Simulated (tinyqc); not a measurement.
Sheet resistance and Hall data of a diffused or implanted layer: one step, computed by the program tinyqc.

Carriers are taken equal to the net active doping down to the junction (full ionisation, which deep dopants in wide-gap hosts do not reach; no spill-over, no depletion), and the Hall factor is 1.

Task: Profile. N(x) = N_0 erfc(x/l), dose N_0 l/sqrt(pi), junction x_j = l erfc^-1(N_B/N_0). Mobility mu = mu_min + (mu_max - mu_min)/(1 + (N_t/N_ref)^alpha), N_t = active doping + N_B; carriers n = active doping - N_B, active doping min(N, N_s). sigma = e n mu.

Inputs (values chosen for the exercise, modelled on silicon in GaN):
```
quantity                                 value        unit
mu_min                                    56.8  cm^2/(V s)
mu_max                                     982  cm^2/(V s)
N_ref                                    2e+17      1/cm^3
exponent alpha                               1           -
peak concentration N_0                 1.9e+20      1/cm^3
length scale l                             830          nm
background doping N_B (opposite type)    1e+15      1/cm^3
solubility limit N_s                   7.2e+19      1/cm^3
```

Profile: complementary error function. Activation: limited by solubility.

Constants: e = 1.602176634e-19 C.

Give: Depth, doping, carriers, mobility and conductivity at 2, 10, 20, 35, 50, 65, 80, 90 and 98 % of the layer.

Result:

Depth, doping, carriers, mobility and conductivity at 2, 10, 20, 35, 50, 65, 80, 90 and 98 % of the layer:
```
x (nm)  N (1/cm^3)  n (1/cm^3)  mu (cm^2/(V s))  sigma (S/cm)
53       1.762e+20   7.200e+19             59.4     6.848e+02
267      1.233e+20   7.200e+19             59.4     6.848e+02
535      6.886e+19   6.885e+19             59.5     6.562e+02
935      2.108e+19   2.108e+19             65.5     2.212e+02
1336     4.329e+18   4.328e+18             97.6     6.771e+01
1737     5.843e+17   5.833e+17            292.4     2.733e+01
2138     5.116e+16   5.016e+16            790.6     6.354e+00
2405     7.897e+15   6.897e+15            942.6     1.042e+00
2619     1.536e+15   5.360e+14            970.4     8.334e-02
```

The mobility varies by a factor 16.3 across these points and the conductivity by 8220.
